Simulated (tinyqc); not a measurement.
## Off-state leakage of single and stacked transistors: leakage components against the body voltage

n-channel devices of unit width. Subthreshold current I(Vg, Vs, Vd) = I0 (T/300 K)^0.5 exp[(Vg - Vs - VT(T) - gb (Vs - Vb) + dd (Vd - Vs))/(nf Vt)] (1 - exp(-(Vd - Vs)/Vt)), VT(T) = VT - cT (T - 300 K). Gate-edge tunnelling Ig (Vd/1 V) exp(ag (Vd - 1 V)), for a gate at 0 V, and band-to-band leakage Ab u exp(-Bb/u), u = Vd - Vb + 1 V, flow at a drain held at V; both are taken as independent of T. In a stack of off transistors (all gates at 0 V) the same subthreshold current passes through each.

One transistor with Vg = Vs = 0, Vd = V; stack factor I(one)/I(two in series).

Parameters, values chosen for the exercise; values of the order met in bulk silicon logic transistors:
```
symbol,value,unit,meaning
T,378,K,temperature
V,0.7,V,supply voltage
VT,0.31,V,"threshold at 300 K, zero drain and body bias"
cT,0.9,mV/K,fall of the threshold with temperature
I0,0.52,uA/um,current at threshold at 300 K
nf,1.21,,slope factor
dd,0.1,,drain-induced lowering per volt
gb,0.09,,rise of the threshold per volt of source-body bias
Ig,1e-6,uA/um,gate-edge tunnelling current at 1 V
ag,3.8,1/V,exponential slope of the gate current
Ab,2,uA/(um V),prefactor of band-to-band leakage at the drain
Bb,18,V,its exponential voltage
```

Constants: q = 1.602176634e-19 C, kB = 1.380649e-23 J/K, Vt = kB T/q. Results are converted to the units shown.

The same in every row: gate edge (nA/um) = 2.2387e-4; stack factor = 6.0476.

Results:
```
Vb (V)	subthreshold (nA/um)	band-to-band (nA/um)	total (nA/um)	largest part
0.2	12.403	0.018433	12.422	subthreshold
0	7.8559	0.085717	7.9419	subthreshold
-0.2	4.9757	0.29202	5.2680	subthreshold
-0.4	3.1515	0.79566	3.9474	subthreshold
-0.8	1.2643	3.7329	4.9974	band-to-band
-1	0.80076	6.8722	7.6732	band-to-band
-1.2	0.50718	11.690	12.197	band-to-band
-1.4	0.32124	18.650	18.972	band-to-band
```

Estimate the missing row, Vb = -0.6 V.

Computed row:
```
Vb (V)	subthreshold (nA/um)	band-to-band (nA/um)	total (nA/um)	largest part
-0.6	1.9961	1.8362	3.8326	subthreshold
```

With this row back in the table: As Vb goes from 0.2 to -1.4, the total leakage goes from 12.4 through a minimum of 3.83 (at Vb = -0.6 among the rows listed) to 19.0 nA/um. The subthreshold part leads at Vb = 0.2, the band-to-band part from -0.8 on. The exact minimum lies at Vb = -0.520 V: reverse body bias lowers the subthreshold part by a decade every nf Vt ln 10/gb = 1.01 V but raises the band-to-band part. The reduction by a stack of two stays at 6.05, for the subthreshold part alone. For Vb = 0.2 the body is forward biased; the junction current, left out, is still small at this voltage.

Program tinyqc, `OMP_NUM_THREADS=1 python tinyqc.py 2242243 2242244 out.jsonl`; Intel Xeon 2.30GHz, shared host, one thread, about 0.03 s.
